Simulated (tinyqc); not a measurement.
Short-period [001] superlattice in sp3s* tight binding: one step. Levels of the small cell. Three cases, with inputs chosen for the exercise.

Problem. Diagonalise (s, pz, s* block of a cell with n = 1, m = 1; px and py are apart). The lowest 4 levels are filled. Give the share of the cation weight of the lowest empty level that lies on the A cations, c1.

Give: levels; share on A cations.

Case 1.

H (eV), lower triangle:
```
          sa1       za1       *a1       sc1       zc1      *c1       sa2       za2      *a2       sc2      zc2
sa1  -8.92406
za1         0   0.56944
*a1         0         0   7.08444
sc1  -2.80700  -2.71650         0  -2.71992
zc1   1.51850   0.91750   1.68400         0   3.70808
*c1         0  -1.95400         0         0         0  6.75408
sa2         0         0         0  -2.80700  -1.51850        0  -8.92406
za2         0         0         0   2.71650   0.91750  1.95400         0   0.56944
*a2         0         0         0         0  -1.68400        0         0         0  7.08444
sc2  -3.32750   2.74950         0         0         0        0  -3.32750  -2.74950        0  -1.91520
zc2  -2.55450   0.93650  -2.25750         0         0        0   2.55450   0.93650  2.25750         0  2.82680
*c2         0   2.50350         0         0         0        0         0  -2.50350        0         0        0

         *c2
*c2  5.97980
```

Solution.

levels (eV): -12.596  -10.341  -7.152  -0.363  1.204  1.816  2.359  4.309  6.444  7.084  9.485  9.843

share on A cations = 0.714

The lowest empty level is number 5, at 1.204 eV.

Case 2.

H (eV), lower triangle:
```
          sa1       za1       *a1       sc1       zc1      *c1       sa2       za2      *a2       sc2      zc2
sa1  -8.17802
za1         0   0.76948
*a1         0         0   7.78648
sc1  -3.23050  -2.88450         0  -2.64817
zc1   2.24300   0.97900   2.42300         0   3.67983
*c1         0  -2.39900         0         0         0  6.74183
sa2         0         0         0  -3.23050  -2.24300        0  -8.17802
za2         0         0         0   2.88450   0.97900  2.39900         0   0.76948
*a2         0         0         0         0  -2.42300        0         0         0  7.78648
sc2  -3.33350   2.74100         0         0         0        0  -3.33350  -2.74100        0  -1.64888
zc2  -2.54900   0.94100  -2.25500         0         0        0   2.54900   0.94100  2.25500         0  3.09812
*c2         0   2.49500         0         0         0        0         0  -2.49500        0         0        0

         *c2
*c2  6.25812
```

Solution.

levels (eV): -12.393  -10.068  -7.232  -0.243  1.910  1.927  2.431  4.403  6.504  7.786  10.075  11.137

share on A cations = 0.820

The lowest empty level is number 5, at 1.910 eV.

Case 3.

H (eV), lower triangle:
```
          sa1       za1       *a1       sc1       zc1      *c1       sa2       za2      *a2       sc2      zc2
sa1  -8.85844
za1         0   0.61906
*a1         0         0   7.12306
sc1  -2.81050  -2.72000         0  -2.72175
zc1   1.51350   0.92200   1.68850         0   3.71925
*c1         0  -1.95700         0         0         0  6.75125
sa2         0         0         0  -2.81050  -1.51350        0  -8.85844
za2         0         0         0   2.72000   0.92200  1.95700         0   0.61906
*a2         0         0         0         0  -1.68850        0         0         0  7.12306
sc2  -3.33850   2.75050         0         0         0        0  -3.33850  -2.75050        0  -1.81813
zc2  -2.55950   0.93850  -2.26250         0         0        0   2.55950   0.93850  2.26250         0  2.92087
*c2         0   2.49300         0         0         0        0         0  -2.49300        0         0        0

         *c2
*c2  6.04887
```

Solution.

levels (eV): -12.547  -10.277  -7.110  -0.316  1.251  1.862  2.437  4.356  6.469  7.123  9.520  9.899

share on A cations = 0.723

The lowest empty level is number 5, at 1.251 eV.

Computed by tinyqc, one run a case: `OMP_NUM_THREADS=1 python tinyqc.py N N+1 out.jsonl` with N = 1450976, 1451048, 1451082; one thread of a shared Intel(R) Xeon(R) Processor @ 2.30GHz, about 0.7 s a run at most.
